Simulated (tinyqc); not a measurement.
Mass and g factor above the band edge: five-level k.p model folded onto the conduction band.

Second-order sums for the lowest conduction level at E: 1/m = 1 + Cm + (Ep/3)(2/E + 1/(E + Dso)) - (Ep2/3)(2/(E7 + D2 - E) + 1/(E7 - E)); g/2 = 1 + Cg - (Ep/3)(1/E - 1/(E + Dso)) - (Ep2/3)(1/(E7 - E) - 1/(E7 + D2 - E)). E is counted from the top of the valence band; E = Eg at the edge.

Inputs chosen for the exercise (near those of InAs; not measured data):

| symbol | value | unit | meaning |
|---|---|---|---|
| Eg | 0.418 | eV | gap at Gamma to the s-like level |
| Dso | 0.392 | eV | spin-orbit splitting |
| Ep | 21.7 | eV | Kane energy |
| E7 | 4.57 | eV | upper Gamma7 conduction level, from the valence top |
| D2 | 0.17 | eV | its spin-orbit splitting, Gamma8 above Gamma7 |
| Ep2 | 4.5 | eV | Kane energy to the upper levels |
| Cm | -1.3 |  | remote term in 1/m |
| Cg | 0 |  | remote term in g/2 |

The sums are evaluated at E = Eg + dE, as is done for confined or hot electrons.

Results:

| dE (meV) | m(E) | g(E) | m(E)/m(Eg) | 1 + dE/Eg |
|---|---|---|---|---|
| 0 | 0.0237 | -14.778 | 1.0000 | 1.0000 |
| 10 | 0.0242 | -14.187 | 1.0223 | 1.0239 |
| 25 | 0.0250 | -13.360 | 1.0557 | 1.0598 |
| 50 | 0.0263 | -12.119 | 1.1114 | 1.1196 |
| 75 | 0.0277 | -11.027 | 1.1671 | 1.1794 |
| 100 | 0.0290 | -10.060 | 1.2229 | 1.2392 |
| 150 | 0.0316 | -8.431 | 1.3345 | 1.3589 |

What can be read from this table?

Over 150 meV the mass grows by 33.4 %, against 35.9 % for two levels alone, and g moves from -14.778 to -8.431, towards the free value 2.

Computed by tinyqc, a small Python program: `OMP_NUM_THREADS=1 python tinyqc.py 1051168 1051169 out.jsonl` (the numbers bound the seed that draws the inputs); one thread of a shared host (Intel(R) Xeon(R) Processor @ 2.30GHz), about 0.01 s for the whole set of steps.
